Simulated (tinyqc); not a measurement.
Worked calculation: extended Hueckel theory, for H3+. The parameters take no account of the charge, which enters only through the electron count. One step of it, computed by the program tinyqc.

Task: Orbitals. Solve H C = S C e through S^(-1/2); fill by pairs from the bottom, a degenerate level sharing its electrons equally; each orbital has its largest coefficient positive (the first on a tie).

H (eV), lower triangle:
```
,1H 1s,2H 1s,3H 1s
1H 1s,-13.600000
2H 1s,-13.691417,-13.600000
3H 1s,-13.697848,-10.329574,-13.600000
```

overlap S, lower triangle:
```
,1H 1s,2H 1s,3H 1s
1H 1s,1.000000
2H 1s,0.575270,1.000000
3H 1s,0.575540,0.434016,1.000000
```

valence electrons = 2

Give: orbital energies; occupations; coefficients; sum of one-electron energies.

Result:

orbital energies (eV): -18.8466  -5.7783  3.4128

occupations: 2.0000  0.0000  0.0000

coefficients:
```
,MO1,MO2,MO3
1H 1s,0.4246,-0.0008,1.2953
2H 1s,0.3907,0.9404,-0.7027
3H 1s,0.3908,-0.9394,-0.7046
```

sum of one-electron energies = -37.6932 eV
